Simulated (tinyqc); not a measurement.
Inside a calculation: thin-film optics by transfer matrices. Values are carried at full precision from step to step, so a last printed digit may differ when a step is redone from the rounded ones.

Indices N = n + i k. Snell: N0 sin(theta) = N_j sin(theta_j), with Im(N_j cos theta_j) >= 0. Admittance y_j = N_j cos theta_j for s and N_j/cos theta_j for p. Phase delta_j = 2 pi N_j cos theta_j d_j/lambda. Layer matrix [[cos delta, -i sin delta/y], [-i y sin delta, cos delta]], multiplied from the top down to M. (B, C) = M (1, y_sub); r = (y0 B - C)/(y0 B + C), R = |r|^2, T = 4 Re y0 Re y_sub/|y0 B + C|^2, absorbed in the films 1 - R - T.

Inputs chosen for the exercise (indices near those of SiO2 on Si; shifted at random, so the results belong to these values and not to a real crystal): lam = 248 nm (vacuum wavelength); n0 = 1 (ambient index); n = (1.488, 1.593) (n of SiO2, substrate); k = (0, 3.54) (k in the same order); d = (92.3) nm (thicknesses, top first); theta = 0 degrees (angle of incidence); pol = s (polarisation).

## Angles, admittances and phases

Form cos theta_j, y_j and delta_j.

cos theta_j: ambient 1.0000, film 1 1.0000, substrate 1.0000

y_j: ambient 1.0000, film 1 1.4880, substrate 1.5930+3.5400i

delta_j (rad): film 1 3.4796

## Layer matrices and their product

Form each matrix and multiply from the top down.

M:
```
[[-0.9434, 0.2229i],
 [0.4935i, -0.9434]]
```

Each matrix has determinant 1, and so has M.

## Reflection and transmission

Close the stack on the substrate.

B, C: [-1.7324+0.3550i, -1.5028-2.8462i]

r = -0.4338-0.6555i
R = 0.6178
T into the substrate = 0.3822
absorbed in the films = 0.0000

The bare substrate would reflect 0.6691.

## Checks

- R against the recursion of Airy sums from the substrate up: both 0.61781.

(tinyqc, `OMP_NUM_THREADS=1 python tinyqc.py 1680907 1680908 out.jsonl`, Intel(R) Xeon(R) Processor @ 2.30GHz, 1 thread, shared host, about 0.02 s.)
